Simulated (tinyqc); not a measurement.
Six-band hole subbands of a thin body in a field: one step. The matrix for one sine at q = 0. Three cases, with inputs chosen for the exercise.

Problem. Nz = 1, in meV.

Basis X, Y, Z times spin, hole energies counted downwards from the unstrained edge (the hydrostatic shift is left out), c = hbar^2/2m0. For a symmetric tensor T let C(T) have C_XX = L Txx + M (Tyy + Tzz), C_XY = N Txy (cyclic), L = c (g1 + 4 g2), M = c (g1 - 2 g2), N = 6 c g3. k = q + kz n, n the unit normal, q = k1 u + k2 v with u along the channel [1-10] and v = n x u. H = C(k k^T) + (Dso/3)(1 - L.sigma) - B + e F z with (L_k)_ij = -i epsilon_kij; B is the block C built from the traceless strain with 2b, -b and sqrt(3) d in place of L, M, N. Strain: exx = eyy = (s11 + s12) sx/2, ezz = s12 sx, exy = -s44 sx/4. Hard walls at z = 0 and t; basis sin(j pi z/t), j = 1 to Nz: kz^2 = (j pi/t)^2, kz = -i D with D_jl = 4 j l/(t (j^2 - l^2)), z_jj = t/2 and z_jl = -8 t j l/(pi (j^2 - l^2))^2 for j + l odd; 1 MV/cm = 0.01 eV/angstrom.

Constants: hbar^2/2m0 = 3.80998211 eV angstrom^2.

Give: H.

Case 1.

Values chosen (near those of a p-type Si channel; the results hold for these values, not for the real material): g1 = 4.27 (Luttinger gamma1); g2 = 0.34 (gamma2); g3 = 1.44 (gamma3); Dso = 0.045 eV (spin-orbit splitting); b = -2.08 eV (tetragonal potential); d = -4.72 eV (trigonal potential); S = (7.55, -2.16, 12.82) 1/TPa (compliances s11, s12, s44); face = 111 (surface); t = 70 angstrom (body thickness); F = 0.8 MV/cm (field across the body); sx = -2 GPa (stress along the channel [1-10], negative in compression).

Solution.

H (meV), lower triangle (Hermitian):
```
              X+       Y+      Z+            X-      Y-      Z-
X+        307.57
Y+  74.50-15.00i   307.57
Z+         22.10    22.10  368.16
X-             0        0   15.00        307.57
Y-             0        0  15.00i  74.50+15.00i  307.57
Z-        -15.00  -15.00i       0         22.10   22.10  368.16
```

Case 2.

Values chosen (near those of a p-type Ge channel; the results hold for these values, not for the real material): g1 = 13.34 (Luttinger gamma1); g2 = 4.25 (gamma2); g3 = 5.68 (gamma3); Dso = 0.29 eV (spin-orbit splitting); b = -2.57 eV (tetragonal potential); d = -5.37 eV (trigonal potential); S = (9.63, -2.69, 14.83) 1/TPa (compliances s11, s12, s44); face = 110 (surface); t = 50 angstrom (body thickness); F = 0.5 MV/cm (field across the body); sx = 0 GPa (stress along the channel [1-10], negative in compression).

Solution.

H (meV), lower triangle (Hermitian):
```
               X+       Y+      Z+             X-      Y-      Z-
X+         486.24
Y+  256.30-96.67i   486.24
Z+              0        0  294.47
X-              0        0   96.67         486.24
Y-              0        0  96.67i  256.30+96.67i  486.24
Z-         -96.67  -96.67i       0              0       0  294.47
```

Case 3.

Values chosen (near those of a p-type Ge channel; the results hold for these values, not for the real material): g1 = 13.38 (Luttinger gamma1); g2 = 4.23 (gamma2); g3 = 5.71 (gamma3); Dso = 0.293 eV (spin-orbit splitting); b = -2.5 eV (tetragonal potential); d = -5.36 eV (trigonal potential); S = (9.7, -2.67, 14.89) 1/TPa (compliances s11, s12, s44); face = 110 (surface); t = 60 angstrom (body thickness); F = 1.2 MV/cm (field across the body); sx = 0 GPa (stress along the channel [1-10], negative in compression).

Solution.

H (meV), lower triangle (Hermitian):
```
               X+       Y+      Z+             X-      Y-      Z-
X+         641.61
Y+  178.93-97.67i   641.61
Z+              0        0  509.06
X-              0        0   97.67         641.61
Y-              0        0  97.67i  178.93+97.67i  641.61
Z-         -97.67  -97.67i       0              0       0  509.06
```

Computed by tinyqc, one run a case: `OMP_NUM_THREADS=1 python tinyqc.py N N+1 out.jsonl` with N = 1250882, 1251320, 1251325; one thread of a shared Intel(R) Xeon(R) Processor @ 2.30GHz, about 0.9 s a run at most.
